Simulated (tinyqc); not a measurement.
Inside a calculation. Method: plane-wave Kohn-Sham cycle with exchange-only LDA in a layered model solid. Computed by tinyqc, a small Python program that keeps every step. Settings: points = 16, plane-wave index or count = 3, electrons = 4, k points = 2, area = 30.0, mixing = 0.1, iteration cap = 78, Kerker q0 = 1.37. Command: `OMP_NUM_THREADS=1 python tinyqc.py 28993 28994 out.jsonl` (the two numbers bound the seeds that draw the settings). One thread of a shared host (Intel(R) Xeon(R) Processor @ 2.60GHz), about 0.02 s of CPU time with the checks.

A solid whose potential varies along x alone (atomic units):
```
parameter                      value
period a                   10.400000
cross-section of the cell  30.000000
electrons per cell                 4
grid points                       16
plane waves -n..n, n               3
k points                           2
V1 in V1 cos(2 pi x/a)     -0.420000
V2 in V2 cos(4 pi x/a)     -0.070000
```

Stop when sqrt(dV sum R^2) is below 1e-8, dV = a A/N.

Course of the cycle:
```
iteration  E (hartree)  norm of the residual
1          -0.96478548              1.76e-01
2          -0.95106369              1.72e-01
3          -0.93797402              1.67e-01
4          -0.92549841              1.63e-01
5          -0.91361816              1.59e-01
6          -0.90231413              1.55e-01
7          -0.89156693              1.51e-01
8          -0.88135707              1.47e-01
9          -0.87166507              1.43e-01
10         -0.86247153              1.39e-01
11         -0.85375723              1.35e-01
...                ...                   ...
68         -0.71955322              2.05e-02
69         -0.71936826              1.98e-02
70         -0.71919604              1.91e-02
71         -0.71903568              1.85e-02
72         -0.71888636              1.78e-02
73         -0.71874732              1.72e-02
74         -0.71861787              1.66e-02
75         -0.71849734              1.60e-02
76         -0.71838512              1.55e-02
77         -0.71828064              1.49e-02
78         -0.71818337              1.44e-02
```

Can the last value be used, and what does the course show?

Not by the stop rule. Not converged within 78 iterations: the residual falls steadily but slowly, by a factor of about 0.97 a step. Reruns (cap 100 unless said): mixing 0.5, Kerker q0 1.0: converged in 52 (E = -0.71687); mixing 0.3, Pulay depth 5: converged in 16 (E = -0.71687); the original settings with a cap of 400: not converged.
